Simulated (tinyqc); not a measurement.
Franz-Keldysh effect at a direct gap, step by step. Values are carried at full precision from step to step, so a last printed digit may differ when a step is redone from the rounded ones.

Parabolic bands, vertical transitions, no excitons. For each hole band j: mr = me mj/(me + mj); joint density of states J_j(E) = (mr/c)^(3/2) sqrt(E - Eg)/(2 pi^2), both spins, c = hbar^2/2m0; averaged matrix element |e.p|^2 = m0 Ep/6; alpha_j(E) = 4 pi^2 alpha_f c Ep J_j/(3 nr E) in 1/angstrom (alpha_f the fine-structure constant, listed as alpha among the constants), times 1e8 for 1/cm.

In a field Fd (1 kV/cm = 1e-5 V/angstrom) the electro-optic energy of band j is th = (c (e Fd)^2/mr)^(1/3), and sqrt(E - Eg) in J_j is replaced by pi sqrt(th) [Ai'(b)^2 - b Ai(b)^2] with b = (Eg - E)/th; Ai is the Airy function.

Constants: hbar^2/2m0 = 3.80998211 eV angstrom^2; fine-structure constant alpha = 0.007297352564.

Inputs chosen for the exercise (near those of GaAs; the results hold for these values, not for the real material): Eg = 1.442 eV (direct gap); me = 0.067 m0 (electron mass); mhh = 0.523 m0 (heavy-hole mass); mlh = 0.0789 m0 (light-hole mass); Ep = 24.9 eV (Kane energy); nr = 3.53 (refractive index); Fd = 37 kV/cm (uniform field); E = 1.426 eV (photon energy); L = 230 micrometre (length of a waveguide).

## Electro-optic energy and length

For each hole band give mr, th and the length th/(e Fd).

Scales:
```
hole   mr (m0)  th (meV)  length (angstrom)
heavy  0.05939    20.632               55.8
light  0.03623    24.326               65.7
```

The light-hole pair has th larger by a factor 1.179, the cube root of the ratio of reduced masses.

## Airy factors at E

Ai is the Airy function, th the electro-optic energy of each hole band from the table (its other columns are not needed here), b = (Eg - E)/th with th in eV; the factor takes the place of sqrt(E - Eg) in the joint density of states.

Form b, Ai(b), Ai'(b) and the factor pi sqrt(th) [Ai'^2 - b Ai^2] for each band, beside sqrt(E - Eg) (zero below the gap).

Factors:
```
hole        b   Ai(b)   Ai'(b)  factor (eV^(1/2))  without field
heavy  0.7755  0.1745  -0.1897           0.005594         0.0000
light  0.6577  0.1977  -0.2054           0.008072         0.0000
```

## Absorption with and without the field

Put the factors in place of sqrt(E - Eg) in alpha_j and add the bands; a waveguide of length L changes its transmission by 4.343 (alpha(F) - alpha(0)) L dB.

alpha_j in the field (1/cm): heavy 99.8, light 68.6

alpha(F) = 168 1/cm
alpha(0) = 0 1/cm
change of loss = 16.8 dB

Below the gap the field opens a tail where this model has no absorption; excitons and band tails absorb within some 10 to 20 meV of a real edge. Excitons, which add a sharp peak at low field, are left out.

## Checks

- Airy factor at b = -40 against the zero-field limit sqrt(-b): 6.33 against 6.32.

Program tinyqc; command `OMP_NUM_THREADS=1 python tinyqc.py 1651811 1651812 out.jsonl`; about 0.01 s on one thread of a shared Intel(R) Xeon(R) Processor @ 2.30GHz.
